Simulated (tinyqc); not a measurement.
MESFET, gradual channel with velocity saturation: effect of the gate voltage on saturation.

A uniformly doped n-type channel, depleted from the top by a Schottky gate; at channel potential V the depleted share of a is u = sqrt((Vbi - Vg + V)/Vp), s at the source. Electrons drift with v = mu E/(1 + mu E/vsat). Abrupt depletion edge, no series resistance, source at 0.

Vbi = phiB - Vt ln(Nc/Nd); Vp = q Nd a^2/(2 eps0 eps_r); G0 = q mu Nd a W/L; Z = mu Vp/(vsat L); s = sqrt((Vbi - Vg)/Vp). I = (G0 Vp/3) F/(1 + Z (u^2 - s^2)), F = 3 (u^2 - s^2) - 2 (u^3 - s^3), with u at V = Vd; Z = 0 gives constant mobility, for which u stops at 1. The current peaks at u = um, the root of (1 - u)(1 + Z (u^2 - s^2)) = Z F/3; beyond Vdsat = Vp (um^2 - s^2) it is held at that value. gm = G0 (um - s)/(1 + Z (um^2 - s^2)).

Inputs (values chosen for the exercise); material values those of a made-up semiconductor:
- T = 293 K (temperature)
- eps_r = 11.7 (relative permittivity of the semiconductor)
- Nc = 3.75e17 cm^-3 (conduction-band density of states at T)
- Nd = 5.9e16 cm^-3 (donor density of the channel)
- a = 170 nm (channel thickness)
- mu = 4400 cm^2/(V s) (low-field mobility at this doping)
- vsat = 1e7 cm/s (saturation velocity)
- L = 0.3 um (gate length)
- W = 200 um (gate width)
- phiB = 0.75 V (Schottky barrier)

Constants: q = 1.602176634e-19 C, kB = 1.380649e-23 J/K, Vt = kB T/q, eps0 = 8.8541878128e-14 F/cm where lengths are in cm. Results are converted to the units shown.

The same in every row: Z = 19.34.

Result of one run:
```
um      Vdsat (V)  Isat (mA)  Isat for Z = 0 (mA)  gm (mS)
0.8643     0.2017      4.361                27.67    11.14
```

Which gate voltage Vg gave this result: -0.5, -0.17, -0.08 or 0 V?

Vg = -0.08 V.

The whole series:
```
Vg (V)      um  Vdsat (V)  Isat (mA)  Isat for Z = 0 (mA)  gm (mS)
-0.5    0.9843    0.07417     0.5045                1.205    6.548
-0.42   0.9662     0.1076      1.087                3.496    7.897
-0.33   0.9426     0.1381      1.846                7.558    8.928
-0.25   0.9194     0.1612      2.591                12.54    9.680
-0.17   0.8944     0.1815      3.393                18.87    10.37
-0.08   0.8643     0.2017      4.361                27.67    11.14
0       0.8357     0.2175      5.281                37.07    11.85
```

As Vg goes from -0.5 to 0 V, Vdsat rises from 0.0742 to 0.218 V, Isat rises from 0.504 to 5.28 mA and gm rises from 6.55 to 11.9 mS. Isat is 0.419 of the constant-mobility value in the first row and 0.142 in the last. In every row the gate is shorter than 2 a, outside the gradual-channel approximation. For Vg = -0.5 to -0.17 V the open channel at the source, (1 - s) a, is under two Debye lengths, so the abrupt edge is rough.

Computed by the program tinyqc: `OMP_NUM_THREADS=1 python tinyqc.py 2500018 2500019 out.jsonl`, one thread of a shared Intel Xeon 2.30GHz, about 0.04 s for the whole run.
